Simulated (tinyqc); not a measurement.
# From one set of inputs to another, one input at a time

Model: bottom-up copper filling of a trench by curvature-enhanced accelerator coverage. Computed by tinyqc, a small Python program. Command: `OMP_NUM_THREADS=1 python tinyqc.py 3024487 3024488 out.jsonl superfill ladder`. One thread of a shared host (Intel(R) Xeon(R) Processor @ 2.30GHz), about 0.1 s of CPU time with the checks.

A rectangular trench keeps vertical walls and a flat floor. An accelerator floats on the surface; where area is lost in the corners it is passed on to the floor.

The inputs printed are set A. Inputs not listed in the table keep their values of set A, so the rows need not describe a real material.

Inputs (values chosen for the exercise, close to those used for damascene copper plating): trench width w = 280 nm; aspect ratio h/w = 2.1; exchange current of the suppressed surface i_0 = 0.028 mA/cm^2; exchange current of the accelerated surface i_1 = 1.7 mA/cm^2; transfer coefficient alpha = 0.54; overpotential eta = 0.091 V; starting coverage theta_0 = 0.009; adsorption rate k_a = 0 1/s; cupric ion concentration C = 0.77 mol/l; diffusivity D = 5.4e-06 cm^2/s; boundary layer delta = 36 um; temperature T = 298 K.

Constants: e = 1.602176634e-19 C; N_A = 6.02214076e+23 1/mol; k_B = 8.617333262e-05 eV/K.

Method. Kinetic current i_k = [i_0 (1 - theta) + i_1 theta] exp(alpha eta/(k_B T)), limit i_L = 2 F D C/delta, i = 1/(1/i_k + 1/i_L); velocity v = i Omega/(2F), Omega = 7.11 cm^3/mol, F = e N_A. Depletion inside the trench is ignored. Half width x, floor height y, depth h = aspect ratio x w. dx/dt = -v_s, dy/dt = v_b. d theta_b/dt = k_a (1 - theta_b) + [theta_s v_b + theta_b v_s]/x: the floor takes the accelerator of the wall it covers and keeps its own as it narrows. d theta_s/dt = k_a (1 - theta_s). theta_b is capped at 1. Integrate (tolerance 1e-9) until the walls meet (x = 0.02 w/2) or the floor passes the original mouth y = h. Start: x = w/2, y = 0, theta_b = theta_s = theta_0. Height filled = y/h, opening left = x/(w/2).

Each row keeps all changes above it:
```
input moved                                                from     to  opening left, as a share of w  ratio v(1)/v(theta_0)  share of the height filled from the floor
set A                                                         -      -                        0.02108                 37.599                                          1
starting coverage theta_0                                 0.009  0.079                        0.06801                 10.146                                          1
trench width w (nm)                                         280    120                        0.06801                 10.146                                          1
aspect ratio h/w                                            2.1    1.4                        0.20599                 10.146                                          1
boundary layer delta (um)                                    36     46                        0.20393                 10.023                                          1
exchange current of the suppressed surface i_0 (mA/cm^2)  0.028  0.026                        0.20737                 10.139                                          1
cupric ion concentration C (mol/l)                         0.77    0.6                        0.20472                  9.981                                          1
overpotential eta (V)                                     0.091   0.14                        0.18313                  8.873                                          1
```

Which inputs carry the difference?

Opening left, as a share of w goes from 0.0211 to 0.183, a factor 8.69 in all. The largest single move comes from starting coverage theta_0 (a factor 3.23). Ratio v(1)/v(theta_0) goes from 37.6 to 8.87, a factor 0.236 in all. The largest single move comes from starting coverage theta_0 (a factor 0.270). The single moves hold for this order of the switches; the total does not depend on the order.

Caution (all rows): real profiles develop slanted corners, and accelerator is consumed; both are left out.

Extremes, crossings and ranges named in words are read from the listed rows.
